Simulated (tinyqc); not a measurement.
Geometry optimisation on the UHF/6-31g surface (energies and gradients from PySCF), for H2+, spin multiplicity 2, step by step. One step of it, computed by the program tinyqc.

Task: Step 1: move. Quasi-Newton step p = -H^(-1) g (first H = 0.6 times the unit matrix); steps longer than 0.3 bohr are cut back (factor 0.632 here).

positions at the start (bohr):
```
           x         y         z
1H  0.000000  0.000000  0.000000
2H  0.000000  0.000000  1.281234
```

gradient (hartree/bohr):
```
             x           y            z
1H  0.00000000  0.00000000   0.20141805
2H  0.00000000  0.00000000  -0.20141805
```

Give: positions after step 1.

Result:

positions after step 1 (bohr):
```
         x       y        z
1H  0.0000  0.0000  -0.2121
2H  0.0000  0.0000   1.4934
```
